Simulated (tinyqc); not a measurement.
A particle near a wafer in liquid: double-layer and van der Waals forces (DLVO), deposition barrier and removal: one step, computed by the program tinyqc.

Sphere and flat wall, Derjaguin approximation, constant potentials in the linear-superposition form, no retardation and no hydration force.

Task: Screening. kappa^2 = 2 z^2 e^2 N_A (1000 c)/(eps eps_0 k_B T); gamma_i = tanh(z e psi_i/(4 k_B T)); Z = 64 pi eps eps_0 (k_B T/(z e))^2 gamma_1 gamma_2.

Inputs (values chosen for the exercise, of the order of those for silica on copper in water):

| quantity | value | unit |
|---|---|---|
| particle radius R | 180 | nm |
| potential of the particle psi_1 | -19 | mV |
| potential of the wafer psi_2 | -66 | mV |
| salt concentration c | 0.00017 | mol/L |
| valence z of the symmetric salt | 1 | - |
| temperature T | 293 | K |
| dielectric constant of the liquid | 80.2 | - |

Constants: e = 1.602176634e-19 C; N_A = 6.02214076e+23 1/mol; eps_0 = 8.8541878128e-12 F/m; k_B = 1.380649e-23 J/K; k_B = 8.617333262e-05 eV/K.

Give: kappa; Debye length; gamma_1; gamma_2; Z; kappa R.

Result:

kappa = 0.042775 1/nm

Debye length = 23.378 nm

gamma_1 = -0.18594

gamma_2 = -0.57402

Z = 9.7148 pN

kappa R = 7.6995

Like signs: the double layers repel.
